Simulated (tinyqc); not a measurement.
Worked calculation: donor level screened by free carriers (Yukawa potential). Values are carried at full precision from step to step, so a last printed digit may differ when a step is redone from the rounded ones.

Screening wave number: Debye ks^2 = 4 pi q n/(eps kB T); Thomas-Fermi ks^2 = 6 pi q n/(eps EF) with EF = c (3 pi^2 n/gv)^(2/3)/m, c = hbar^2/2m0; the two are joined by 1/ks^2 = sqrt(1/ks_D^4 + 1/ks_TF^4). 1e18/cm^3 = 1e-6/angstrom^3, q = e^2/(4 pi eps0).

Constants: e^2/(4 pi eps0) = 14.39964547 eV angstrom; kB = 8.617333262e-05 eV/K; hbar^2/2m0 = 3.80998211 eV angstrom^2; Ry = 13.60569312 eV; a0 (Bohr radius) = 0.5291772105 angstrom.

Parameters, chosen for this exercise (near those of a donor in InP, with one mean mass; the results hold for these values, not for the real material):
```
symbol  value   unit         meaning
m       0.082   m0           mass
eps     12.6                 dielectric constant
gv      1                    valleys
T       77      K            temperature
n       0.0042  x 1e18/cm^3  free-carrier density
```

## Units and screening length

Give Ry* = Ry m/eps^2, a* = a0 eps/m, EF, the three values of ks, and x = ks a*.

Ry* = 7.027 meV
a* = 81.31 angstrom
EF = 1.16 meV

ks: Debye, Thomas-Fermi, joined (1/angstrom): 0.00302  0.00884  0.00300

x = 0.2443

EF/kB T = 0.17, so the Debye value, the smaller one, controls the screening.

## One-parameter trial function

Potential -(q/(eps r)) exp(-ks r), q = e^2/(4 pi eps0). In units Ry* = Ry m/eps^2 and a* = a0 eps/m the problem is [-Laplacian - 2 exp(-x r)/r] psi = E psi with x = ks a*.

For exp(-z r): E(z) = z^2 - 8 z^3/(2z + x)^2 in Ry*. Scan z = 0.5, 0.6, ..., 1.1, then minimise; first order gives -1 + 2x.

Scan (Ry*):
```
z    kinetic  potential        E
0.5   0.2500    -0.6458  -0.3958
0.6   0.3600    -0.8283  -0.4683
0.7   0.4900    -1.0149  -0.5249
0.8   0.6400    -1.2041  -0.5641
0.9   0.8100    -1.3954  -0.5854
1.0   1.0000    -1.5882  -0.5882
1.1   1.2100    -1.7822  -0.5722
```

best z = 0.965
E = -0.5894 Ry*
binding = 4.14 meV

First order in x would give -0.511 Ry*, a rigid shift by q ks/eps; it overstates the loss of binding by 0.078 Ry*.

## Converged levels

Converged values use 18 functions exp(-z r), z = 1.55^i, i = -11 to 6: S = 2/A^3, H = z_i z_j S - 2/(A + x)^2, A = z_i + z_j.

The 1s and 2s levels and the mean radius.

1s = -0.5897 Ry*
binding = 4.14 meV
<r> = 127.9 angstrom
second root = -0.0082 Ry*

The trial function misses by 0.0003 Ry*. Screening leaves 59 % of the bare binding, 0.62 kB T. 2s is still bound.

## Checks

- 1s at x = 0.5 against the known -0.29623 Ry*: both -0.29623.
- 1s at x = 0 against -1: both -1.00000.

Run: tinyqc, `OMP_NUM_THREADS=1 python tinyqc.py 1252614 1252615 out.jsonl`; Intel(R) Xeon(R) Processor @ 2.30GHz, one thread, shared host; about 0.01 s of CPU time with all checks.
